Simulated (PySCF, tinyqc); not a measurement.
Inside a calculation (part 2 of 2). Method: MP2 on RHF in the 6-31g basis, for H4, spin multiplicity 1. The lowest restricted solution is unstable here: a spin-polarised one lies 0.0294 hartree lower (PySCF). Computed by tinyqc, a small Python program that keeps every step (integrals from PySCF). Command: `OMP_NUM_THREADS=1 python tinyqc.py 25062 25063 out.jsonl` (the two numbers bound the seeds that draw the settings). One thread of a shared host (Intel(R) Xeon(R) Processor @ 2.60GHz), about 0.07 s of CPU time with the checks.

Geometry (angstrom):
```
atom         x         y         z
H     0.000000  0.000000  0.000000
H     0.000000  0.000000  1.030000
H     0.000000  0.911000  0.000000
H     0.000000  0.911000  1.030000
```

## Convergence

Stop when the energy changes by less than 1e-10 hartree and every element of the error matrix X^T (F D S - S D F) X is below 3e-06.

Course of the cycle:
```
iteration  E (hartree)     change  largest element of the error matrix
1          -1.74287472          -                             5.54e-01
2          -1.96878500  -2.26e-01                             6.89e-02
3          -1.97138020  -2.60e-03                             3.69e-03
4          -1.97138727  -7.07e-06                             2.74e-04
5          -1.97138731  -4.14e-08                             8.92e-05
6          -1.97138731  -3.16e-09                             5.30e-05
7          -1.97138731  -8.58e-10                             3.76e-05
8          -1.97138731  -8.70e-10                             1.13e-07
9          -1.97138731  -7.11e-15                             2.35e-10
```

PySCF RHF in the same basis = -1.97138731 hartree

Converged in 9 iterations.

## Integrals over molecular orbitals

coefficients C:
```
            MO1        MO2        MO3        MO4        MO5        MO6        MO7        MO8
1H 1s  0.232422   0.231771   0.157059   0.102754   0.592070  -0.603665  -0.675348  -0.773692
1H 2s  0.131224   0.467260   0.656305   1.941993  -0.442336   0.816608   0.810744   1.432105
2H 1s  0.232422  -0.231771   0.157059  -0.102754   0.592070   0.603665  -0.675348   0.773692
2H 2s  0.131224  -0.467260   0.656305  -1.941993  -0.442336  -0.816608   0.810744  -1.432105
3H 1s  0.232422   0.231771  -0.157059  -0.102754   0.592070  -0.603665   0.675348   0.773692
3H 2s  0.131224   0.467260  -0.656305  -1.941993  -0.442336   0.816608  -0.810744  -1.432105
4H 1s  0.232422  -0.231771  -0.157059   0.102754   0.592070   0.603665   0.675348  -0.773692
4H 2s  0.131224  -0.467260  -0.656305   1.941993  -0.442336  -0.816608  -0.810744   1.432105
```

core Hamiltonian H = T + V (hartree), lower triangle:
```
           1H 1s      1H 2s      2H 1s      2H 2s      3H 1s      3H 2s      4H 1s      4H 2s
1H 1s  -1.734133
1H 2s  -1.442211  -1.706746
2H 1s  -0.673823  -0.961489  -1.734133
2H 2s  -0.961489  -1.375912  -1.442211  -1.706746
3H 1s  -0.866018  -1.060288  -0.302823  -0.704203  -1.734133
3H 2s  -1.060288  -1.449466  -0.704203  -1.166742  -1.442211  -1.706746
4H 1s  -0.302823  -0.704203  -0.866018  -1.060288  -0.673823  -0.961489  -1.734133
4H 2s  -0.704203  -1.166742  -1.060288  -1.449466  -0.961489  -1.375912  -1.442211  -1.706746
```

Given earlier and not repeated: Two-electron integrals (ij|kl) in chemists' order.

(pq|rs) = sum C_ip C_jq C_kr C_ls (ij|kl), one index at a time.

one-electron integrals over orbitals h = C^T H C (hartree), lower triangle:
```
           1          2          3          4          5          6          7          8
1  -2.182421
2   0.000000  -1.609672
3   0.000000   0.000000  -1.453044
4   0.000000   0.000000   0.000000  -0.945710
5  -0.226916   0.000000   0.000000   0.000000  -0.742536
6   0.000000   0.282765   0.000000   0.000000   0.000000  -0.703017
7   0.000000   0.000000   0.340648   0.000000   0.000000   0.000000  -0.687106
8   0.000000   0.000000   0.000000   0.298601   0.000000   0.000000   0.000000  -0.480164
```

Two-electron integrals over orbitals (pq|rs), unique and non-zero (hartree):
```
(11|11) 0.552729    (21|21) 0.123048    (22|11) 0.475761    (22|22) 0.444173
(31|31) 0.091707    (32|32) 0.040086    (33|11) 0.433094    (33|22) 0.386120
(33|33) 0.393028    (41|32) 0.033601    (41|41) 0.028237    (42|31) 0.065590
(42|42) 0.060277    (43|21) 0.073868    (43|43) 0.065454    (44|11) 0.352720
(44|22) 0.341684    (44|33) 0.330837    (44|44) 0.313455    (51|11) 0.102992
(51|22) 0.073139    (51|33) 0.051630    (51|44) 0.026796    (51|51) 0.053546
(52|21) 0.022353    (52|43) -0.001401   (52|52) 0.031681    (53|31) -0.005340
(53|42) -0.011677   (53|53) 0.028427    (54|32) -0.005522   (54|41) -0.005410
(54|54) 0.017119    (55|11) 0.423460    (55|22) 0.383524    (55|33) 0.359280
(55|44) 0.311581    (55|51) 0.055035    (55|55) 0.360188    (61|21) -0.064527
(61|43) -0.026284   (61|52) -0.036561   (61|61) 0.057683    (62|11) -0.128700
(62|22) -0.089892   (62|33) -0.073642   (62|44) -0.035060   (62|51) -0.058204
(62|55) -0.072762   (62|62) 0.073429    (63|32) -0.012776   (63|41) -0.009797
(63|54) -0.014034   (63|63) 0.020146    (64|31) -0.004067   (64|42) 0.008799
(64|53) -0.020843   (64|64) 0.023215    (65|21) -0.097997   (65|43) -0.063518
(65|52) -0.014054   (65|61) 0.049721    (65|65) 0.089382    (66|11) 0.450327
(66|22) 0.412667    (66|33) 0.365480    (66|44) 0.322540    (66|51) 0.075446
(66|55) 0.370221    (66|62) -0.086898   (66|66) 0.401006    (71|31) -0.063365
(71|42) -0.038922   (71|53) -0.022946   (71|64) 0.021962    (71|71) 0.070953
(72|32) -0.027716   (72|41) -0.022289   (72|54) -0.013506   (72|63) 0.025849
(72|72) 0.039088    (73|11) -0.123418   (73|22) -0.092446   (73|33) -0.065727
(73|44) -0.036297   (73|51) -0.053169   (73|55) -0.068814   (73|62) 0.059419
(73|66) -0.089830   (73|73) 0.065359    (74|21) -0.023977   (74|43) -0.000499
(74|52) -0.022375   (74|61) 0.028082    (74|65) 0.014313    (74|74) 0.022752
(75|31) -0.080016   (75|42) -0.059342   (75|53) 0.002389    (75|64) 0.003908
(75|71) 0.061095    (75|75) 0.082247    (76|32) 0.043452    (76|41) 0.035557
(76|54) 0.003344    (76|63) -0.024663   (76|72) -0.043233   (76|76) 0.062764
(77|11) 0.488239    (77|22) 0.426633    (77|33) 0.404736    (77|44) 0.334913
(77|51) 0.091024    (77|55) 0.391894    (77|62) -0.113453   (77|66) 0.414673
(77|73) -0.102867   (77|77) 0.459983    (81|32) -0.042559   (81|41) -0.034554
(81|54) -0.012205   (81|63) 0.032070    (81|72) 0.050330    (81|76) -0.061295
(81|81) 0.067842    (82|31) -0.065448   (82|42) -0.043971   (82|53) -0.018592
(82|64) 0.022073    (82|71) 0.068072    (82|75) 0.063396    (82|82) 0.071477
(83|21) -0.064392   (83|43) -0.031926   (83|52) -0.028257   (83|61) 0.049320
(83|65) 0.049245    (83|74) 0.027835    (83|83) 0.050326    (84|11) -0.105921
(84|22) -0.082642   (84|33) -0.065922   (84|44) -0.035601   (84|51) -0.040301
(84|55) -0.063086   (84|62) 0.051116    (84|66) -0.074929   (84|73) 0.049495
(84|77) -0.091225   (84|84) 0.044732    (85|32) -0.038797   (85|41) -0.031719
(85|54) -0.003821   (85|63) 0.022740    (85|72) 0.039802    (85|76) -0.057500
(85|81) 0.055850    (85|85) 0.053005    (86|31) 0.087568    (86|42) 0.065774
(86|53) 0.010486    (86|64) -0.011569   (86|71) -0.079099   (86|75) -0.090240
(86|82) -0.080861   (86|86) 0.108639    (87|21) 0.123213    (87|43) 0.075487
(87|52) 0.037657    (87|61) -0.080360   (87|65) -0.106413   (87|74) -0.031986
(87|83) -0.078196   (87|87) 0.149410    (88|11) 0.525869    (88|22) 0.464932
(88|33) 0.421586    (88|44) 0.351419    (88|51) 0.109919    (88|55) 0.413860
(88|62) -0.133769   (88|66) 0.450379    (88|73) -0.127727   (88|77) 0.492592
(88|84) -0.110205   (88|88) 0.542627
```

## Second-order Moller-Plesset energy

orbital energies (hartree): MO1 -0.801219, MO2 -0.337026, MO3 0.053590, MO4 0.354582, MO5 0.786205, MO6 0.891859, MO7 1.032597, MO8 1.362120

Hartree-Fock energy = -1.97138731 hartree

E2 = sum_ijab (ia|jb) [2 (ia|jb) - (ib|ja)] / (e_i + e_j - e_a - e_b) over occupied i, j and virtual a, b; the opposite-spin part is (ia|jb)^2 / denominator, the rest is same-spin, and SCS-MP2 scales them by 6/5 and 1/3.

Terms:
```
i  j  a  b    (ia|jb)    (ib|ja)  denominator       term
1  1  3  3   0.091707   0.091707    -1.709618  -0.004919
1  2  3  4   0.065590   0.033601    -1.546417  -0.004139
2  1  4  3   0.065590   0.033601    -1.546417  -0.004139
2  2  4  4   0.060277   0.060277    -1.383216  -0.002627
2  1  8  3  -0.065448  -0.042559    -2.553955  -0.002264
1  2  3  8  -0.065448  -0.042559    -2.553955  -0.002264
2  2  6  6   0.073429   0.073429    -2.457771  -0.002194
2  2  3  3   0.040086   0.040086    -0.781232  -0.002057
1  2  7  8   0.068072   0.050330    -3.532962  -0.001653
2  1  8  7   0.068072   0.050330    -3.532962  -0.001653
1  2  5  6  -0.058204  -0.036561    -2.816309  -0.001650
2  1  6  5  -0.058204  -0.036561    -2.816309  -0.001650
2  2  8  8   0.071477   0.071477    -3.398292  -0.001503
1  1  3  7  -0.063365  -0.063365    -2.688624  -0.001493
1  1  7  3  -0.063365  -0.063365    -2.688624  -0.001493
1  1  7  7   0.070953   0.070953    -3.667631  -0.001373
1  1  8  8   0.067842   0.067842    -4.326677  -0.001064
1  1  6  6   0.057683   0.057683    -3.386156  -0.000983
1  1  5  5   0.053546   0.053546    -3.174847  -0.000903
2  1  4  7  -0.038922  -0.022289    -2.525424  -0.000856
1  2  7  4  -0.038922  -0.022289    -2.525424  -0.000856
2  2  8  4  -0.043971  -0.043971    -2.390754  -0.000809
2  2  4  8  -0.043971  -0.043971    -2.390754  -0.000809
2  2  7  7   0.039088   0.039088    -2.739246  -0.000558
2  1  7  8   0.050330   0.068072    -3.532962  -0.000464
1  2  8  7   0.050330   0.068072    -3.532962  -0.000464
2  2  5  5   0.031681   0.031681    -2.246462  -0.000447
2  2  3  7  -0.027716  -0.027716    -1.760239  -0.000436
2  2  7  3  -0.027716  -0.027716    -1.760239  -0.000436
1  1  8  4  -0.034554  -0.034554    -3.319140  -0.000360
1  1  4  8  -0.034554  -0.034554    -3.319140  -0.000360
1  1  4  4   0.028237   0.028237    -2.311602  -0.000345
1  2  8  3  -0.042559  -0.065448    -2.553955  -0.000328
2  1  3  8  -0.042559  -0.065448    -2.553955  -0.000328
2  1  5  6  -0.036561  -0.058204    -2.816309  -0.000194
1  2  6  5  -0.036561  -0.058204    -2.816309  -0.000194
2  1  7  4  -0.022289  -0.038922    -2.525424  -0.000050
1  2  4  7  -0.022289  -0.038922    -2.525424  -0.000050
2  1  3  4   0.033601   0.065590    -1.546417  -0.000035
1  2  4  3   0.033601   0.065590    -1.546417  -0.000035
```

Pair energies (hartree; pair i-j sums ij and ji):
```
pair  opposite spin  same spin
1-1       -0.013293          0
2-1       -0.020802  -0.002464
2-2       -0.011876          0
```

MP2 correlation energy = -0.04843391 hartree

SCS-MP2 correlation energy = -0.05598561 hartree

MP2 total energy = -2.01982122 hartree
